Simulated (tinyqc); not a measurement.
Polycrystalline film, grain-boundary barriers (Seto model): effect of the trap density at a boundary.

One-dimensional grains of size Lg with donors N; each boundary has Qt acceptor-like traps per area at one level Et below the band edge. Trapped electrons qt deplete a width w = qt/N (both sides together) and raise a barrier Vb = q N w^2/(8 eps0 eps_r). Current crosses the barriers by thermionic emission at small bias. Abrupt depletion, full ionisation, Boltzmann statistics.

Partly depleted grains: the density at the grain centre is n0 = N and qt = Qt/(1 + 2 (Nc/N) exp((Vb - Et)/Vt)). If that gives qt >= N Lg, the grains are fully depleted: qt = N Lg, w = Lg and n0 = 2 Nc exp((Vb - Et)/Vt)/(Qt/(N Lg) - 1). Resistivity: barriers rb = Vt exp(Vb/Vt)/(q n0 vc Lg), grain interior rg = (1 - w/Lg)/(q mg N); effective mobility 1/(q N (rb + rg)).

Parameters, values chosen for the exercise; values close to those of polycrystalline silicon: temperature T = 300 K; relative permittivity of the semiconductor eps_r = 11.7; grain size Lg = 120 nm; donor density N = 8.5e16 cm^-3; mobility inside a grain mg = 400 cm^2/(V s); collection velocity at the barrier vc = 5.1e6 cm/s; conduction-band density of states at T Nc = 2.8e19 cm^-3; trap level below the band edge Et = 0.4 eV.

Constants: q = 1.602176634e-19 C, kB = 1.380649e-23 J/K, Vt = kB T/q, eps0 = 8.8541878128e-14 F/cm where lengths are in cm. Results are converted to the units shown.

Results:
```
Qt (cm^-2)	w/Lg	Vb (V)	n0 (cm^-3)	resistivity (ohm cm)
6.3e11	0.6152	0.08955	8.500e16	1.061
9.3e11	0.8421	0.1678	8.500e16	20.46
1.4e12	0.9457	0.2116	8.500e16	111.4
3e12	1.000	0.2366	5.195e16	479.3
4.4e12	1.000	0.2366	3.043e16	818.2
6.5e12	1.000	0.2366	1.877e16	1327
9.5e12	1.000	0.2366	1.213e16	2053
```

Estimate the missing row, Qt = 2e12 cm^-2.

Computed row:
```
Qt (cm^-2)	w/Lg	Vb (V)	n0 (cm^-3)	resistivity (ohm cm)
2e12	0.9896	0.2317	8.500e16	242.3
```

With this row back in the table: As Qt goes from 6.3e11 to 9.5e12 cm^-2, the barrier rises from 0.0896 to 0.237 V and the resistivity rises from 1.06 to 2050 ohm cm. The grains are fully depleted in 4 of the 8 rows.

tinyqc, about 0.01 s, one thread, Intel Xeon 2.30GHz (shared host): `OMP_NUM_THREADS=1 python tinyqc.py 2610127 2610128 out.jsonl`
